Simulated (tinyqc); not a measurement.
Hall factor, magnetoresistance and optical conductivity for a power-law relaxation time: one step, computed by the program tinyqc.

One spherical parabolic band, tau(E) = tau_0 x^s with x = E/(k_B T). Landau quantisation is left out.

Question. Response at frequency f. <y> = int y x^(3/2) f (1 - f) dx / int x^(3/2) f (1 - f) dx, f = 1/(1 + exp(x - eta)). Integrals over x = E/(k_B T) use 160 Gauss-Legendre points in u = sqrt(x) from 0 to sqrt(max(eta, 0) + 45). sigma(w) = (n e^2/m) <tau/(1 - i w tau)>, w = 2 pi f; eps = eps_inf + i sigma/(eps_0 w); N = sqrt(eps); absorption coefficient 2 w Im N/c; reflectivity |(N - 1)/(N + 1)|^2; plasma frequency sqrt(n e^2/(eps_inf eps_0 m))/(2 pi).

Inputs (values chosen for the exercise, with a mass close to that of electrons in germanium):

| quantity | value | unit |
|---|---|---|
| effective mass m | 0.12 | m_0 |
| exponent s | 1 | - |
| tau_0 | 920 | fs |
| reduced Fermi level eta | -8 | - |
| temperature T | 250 | K |
| frequency f | 0.26 | THz |
| background permittivity eps_inf | 11.2 | - |

density n = 2.661734e+14 1/cm^3

Constants: e = 1.602176634e-19 C; m_0 = 9.1093837015e-31 kg; eps_0 = 8.8541878128e-12 F/m; c = 299792458 m/s.

Give: sigma(w); permittivity; refractive index; absorption coefficient; reflectivity; plasma frequency.

Answer.

sigma(w) = 0.1116+0.3226i S/cm

permittivity = 8.970+0.771i

refractive index = 2.998+0.129i

absorption coefficient = 14.02 1/cm

reflectivity = 0.2505

plasma frequency = 0.1264 THz
